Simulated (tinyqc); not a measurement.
# Changing the field over the saturation field

Model: two coupled magnetic layers: synthetic antiferromagnet, spin flop, exchange bias and magnetoresistance. Computed by tinyqc, a small Python program. Command: `OMP_NUM_THREADS=1 python tinyqc.py 3007563 3007564 out.jsonl saf sweep`. One thread of a shared host (Intel(R) Xeon(R) Processor @ 2.30GHz), about 0.7 s of CPU time with the checks.

Moments lie in the plane at the angles p1, p2 from the field. Energy per area: E = J1 cos(p1 - p2) + J2 cos^2(p1 - p2) - B M_s (t1 cos p1 + t2 cos p2) + K (t1 sin^2 p1 + t2 sin^2 p2).

Inputs (values chosen for the exercise, for a model stack):
```
quantity                           value              unit
saturation magnetisation M_s        1140              kA/m
thickness t1                         3.3                nm
thickness t2                         2.8                nm
antiferromagnetic coupling J1       0.39            mJ/m^2
biquadratic coupling J2                0            mJ/m^2
in-plane anisotropy K                 12            kJ/m^3
spin polarisation P1                 0.3                 -
spin polarisation P2                0.52                 -
resistance-area product, parallel     14  ohm micrometre^2
```

Field direction: along the easy axis.

Method:
- The parallel state is stable while the Hessian at p1 = p2 = 0 is positive: with c = J1 + 2 J2 and u = B M_s + 2K, (u t1 - c)(u t2 - c) > c^2, so B_sat M_s = c (1/t1 + 1/t2) - 2K. B_K = 2K/M_s.
- The lowest minimum of E over both angles (from five starts; of two mirror images the one with p1 >= 0, and for equal layers |p1| <= |p2|).
- Julliere: TMR = 2 P1 P2/(1 - P1 P2). Conductance G(theta) = G0 (1 + P1 P2 cos theta), so RA(theta) = RA_P (1 + P1 P2)/(1 + P1 P2 cos theta); theta = p2 for the layer next to the barrier.

One run for each value:
```
field over the saturation field  m/m_sat along B  p1 (degrees)  p2 (degrees)  RA at this field (ohm micrometre^2)
0.05                                     0.08197         0.000       -180.00                               19.175
0.16                                     0.08197         0.000       -180.00                               19.175
0.28                                     0.08197         0.000       -180.00                               19.175
0.39                                     0.31481        40.947       -101.79                               16.717
0.51                                     0.50105        49.110        -71.33                               15.414
0.62                                     0.61665        45.083        -59.25                               14.989
0.74                                     0.73862        37.897        -47.23                               14.634
0.85                                     0.84942        28.933        -35.01                               14.350
0.97                                     0.96991        12.949        -15.33                               14.068
```

What does the table show?

Over the rows, m/m_sat along B rises from 0.0820 to 0.970, flat over part of the range; p1 (degrees) goes from 0 through a maximum among these rows, 49.1 at 0.510, to 12.9; p2 (degrees) goes from -180 through a minimum among these rows, -180 at 0.280, to -15.3.

Extremes, crossings and ranges named in words are read from the listed rows.
